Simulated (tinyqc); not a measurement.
Free and nearly free electrons in a metal: sweeps and comparisons. A value that a table varies takes the place of the one given here.

The cubic cell holds 4 atoms: n = 4 z/a^3, kF = (3 pi^2 n)^(1/3), EF = c kF^2/m, vF = 2 c kF/(m hbar), c = hbar^2/2m0; rs = (3/(4 pi n))^(1/3)/a0; D(EF) = 3 n/(2 EF).

Square wire of width w with grain size w: rho/rho0 = 1/(1 - 3 al/2 + 3 al^2 - 3 al^3 ln(1 + 1/al)) + (3/4) (1 - p) l/w, with al = (l/w) Rg/(1 - Rg) (Mayadas-Shatzkes plus the thick-wire form of Fuchs-Sondheimer); l = hbar kF/(n e^2 rho), e = 1.602176634e-19 C.

Constants: hbar^2/2m0 = 3.80998211 eV angstrom^2; hbar = 6.58211957e-16 eV s; a0 (Bohr radius) = 0.5291772105 angstrom.

Inputs chosen for the exercise (near those of Co, whose d bands this model ignores; the results hold for these values, not for the real material):
- a = 3.521 angstrom (fcc lattice constant)
- z = 2 (free electrons an atom)
- m = 1 m0 (mass)
- rho = 6.82 micro-ohm cm (bulk resistivity)
- p = 0 (specularity of the surfaces)
- Rg = 0.5 (reflection at grain boundaries)
- w = 30 nm (wire width)

## Resistivity of narrow wires

Wires:
```
w (nm)     al  grain term (factor - 1)  surface term  rho (micro-ohm cm)
200     0.029                    0.043         0.022                7.26
100     0.058                    0.085         0.043                7.69
50      0.116                    0.168         0.087                8.56
30      0.193                    0.277         0.144                9.69
20      0.289                    0.411         0.217               11.10
14      0.413                    0.581         0.309               12.89
10      0.578                    0.806         0.433               15.27
7       0.825                    1.142         0.619               18.83
```

l = 5.78 nm

At 7 nm the resistivity is 2.76 times the bulk value; grain boundaries add more (1.14 from grains, 0.62 from surfaces). It passes twice the bulk value between 14 and 10 nm. 

## What sets the wire resistivity

All results formed anew. Each row changes one parameter from the base and keeps the others.

Results:
```
case                      EF (eV)  l (nm)  wire rho (micro-ohm cm)
base                       11.765    5.78                    9.691
a = 3.627 angstrom         11.088    6.13                    9.863
m = 1.2 m0                  9.804    5.78                    9.691
rho = 8.184 micro-ohm cm   11.765    4.81                   11.063
p = 0.3                    11.765    5.78                    9.395
Rg = 0.35                  11.765    5.78                    8.834
w = 21 nm                  11.765    5.78                   10.897
```

The largest shifts from the base row, up to three for each result and ties (the steps differ in size, so this ranks the rows, not the parameters). EF (eV): m -1.961, a -0.678; unchanged at the printed digits by rho, p, Rg and w. l (nm): rho -0.96, a +0.35; unchanged at the printed digits by m, p, Rg and w. wire rho (micro-ohm cm): rho +1.372, w +1.206, Rg -0.856; unchanged at the printed digits by m. The mass drops out of l at given rho, because vF falls and tau rises by the same factor.

(tinyqc, `OMP_NUM_THREADS=1 python tinyqc.py 1682481 1682482 out.jsonl`, Intel(R) Xeon(R) Processor @ 2.30GHz, 1 thread, shared host, about 0.01 s.)
